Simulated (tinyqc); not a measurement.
Worked calculation: effective mass of the split-off band from tabulated energies. Values are carried at full precision from step to step, so a last printed digit may differ when a step is redone from the rounded ones.

c = hbar^2/2m0.
Constants: hbar^2/2m0 = 3.80998211 eV angstrom^2.

## Finite differences

Energies along [111], from the band edge downward:

| k (1/angstrom) | E (meV) |
|---|---|
| 0.00000 | 0.0000 |
| 0.00460 | 0.9519 |
| 0.00920 | 3.8428 |
| 0.01380 | 8.7786 |
| 0.01840 | 15.9349 |
| 0.02300 | 25.5526 |
| 0.02760 | 37.9248 |
| 0.03220 | 53.3707 |
| 0.03680 | 72.1934 |

reference mass (curvature of the model at k = 0.0001 1/angstrom) = 0.08496 m0

The band is even in k. m = c k^2/E(k) from the points 1, 2, 4 (k = 0 is point 0); Richardson from points 1 and 2: c/m = [16 E(k1) - E(k2)]/(12 k1^2).

m from points 1, 2, 4 (m0): 0.08469  0.08392  0.08095

m by Richardson = 0.08495 m0

Errors against the reference: -0.31, -1.22 and -4.72 % and 0.00 %. The extrapolation removes the k^4 term.

## Least squares over all points

Fit E = a k^2 (a = sum k^2 E/sum k^4), then E = a k^2 + b k^4 from the normal equations; E in eV; m = c/a.

sums of k^4, k^6, k^8: 3.9276e-06  4.2347e-09  4.9487e-12

sums of k^2 E, k^4 E: 0.00020292  2.2111e-07

a, one term = 51.666 eV angstrom^2

a and b, two terms: 45.14  6057

m, one and two terms (m0): 0.07374  0.08441

The parabola over all points errs by -13.2 % because the weights k^4 favour the outer points; the second term brings the error to -0.6 %.

## The non-parabolic form

E (1 + alpha E) = c k^2/m means that y = c k^2/E is a straight line in E with intercept m and slope m alpha. Fit the line by unweighted least squares over points 1 to 8, E in eV.

y (m0): 0.08469  0.08392  0.08265  0.08095  0.07888  0.07653  0.07402  0.07147

m = 0.08426 m0
alpha = -2.226 1/eV

The intercept errs by -0.82 %. For this band the scale of alpha is set by Dso = 0.389 eV as well as by the gap.

## Checks

- Two-term fit by normal equations against a least-squares routine: both 45.1356.

Program tinyqc; command `OMP_NUM_THREADS=1 python tinyqc.py 1850788 1850789 out.jsonl`; about 0.01 s on one thread of a shared Intel(R) Xeon(R) Processor @ 2.30GHz.
